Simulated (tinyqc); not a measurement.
Undoped symmetric double-gate MOSFET, analytic potential model: two steps of the calculation.

An undoped body of thickness ts between two equal insulators and tied gates; long channel, electrons only, n = ni exp((psi - V)/Vt) with V the quasi-Fermi potential (0 at the source, Vd at the drain), constant mobility, no quantisation. Across the body psi(x) = V - 2 Vt ln[(ts/(2 beta)) sqrt(q ni/(2 eps0 eps_r Vt)) cos(2 beta x/ts)], x from the centre. Q is the electron charge per area of the whole body.

Values chosen for this exercise; material values close to those of germanium:
```
symbol,value,unit,meaning
T,293,K,temperature
eps_r,15.9,,relative permittivity of the semiconductor
Nc,1.01e19,cm^-3,conduction-band density of states at T
ts,8,nm,body thickness
Vg,0.94,V,gate voltage
```

Constants: q = 1.602176634e-19 C, kB = 1.380649e-23 J/K, Vt = kB T/q, eps0 = 8.8541878128e-14 F/cm where lengths are in cm. Results are converted to the units shown.

Problem 1. beta at the source by Newton steps. With V = 0: f = ln(beta) - ln(cos beta) + 2 r beta tan(beta) - (Vg - V0)/(2 Vt); f' = 1/beta + tan(beta) + 2 r [tan(beta) + beta/cos^2(beta)]; beta(new) = beta - f/f'.

beta after iteration 1 = 1.4424838
r = 1.1513793
V0 = 0.46828108 V

Wanted: f; f'; beta after iteration 2.

Solution 1.

f = 18.826
f' = 229.16
beta after iteration 2 = 1.3603

Problem 2. Potential and electron density across the body at the source. psi(x) as above with V = 0 and beta = beta_s; n = ni exp(psi/Vt).

x/ts, point 0 to 6: [0, 0.1, 0.2, 0.3, 0.4, 0.45, 0.5]
beta_s = 1.2314507
ni = 2.0529108e13 cm^-3

Give: psi; n.

Solution 2.

psi, point 0 to 6 (V): [0.3088, 0.3103, 0.3152, 0.3241, 0.3387, 0.3495, 0.3643]
n, point 0 to 6 (cm^-3): [4.206e18, 4.471e18, 5.417e18, 7.696e18, 1.377e19, 2.113e19, 3.796e19]

The density at the surface is 9.03 times that at the centre (1/cos^2 beta). It reaches 3.8 Nc, where Boltzmann statistics overestimate it.

Program tinyqc, `OMP_NUM_THREADS=1 python tinyqc.py 2440018 2440019 out.jsonl`; Intel Xeon 2.30GHz, shared host, one thread, about 0.01 s.
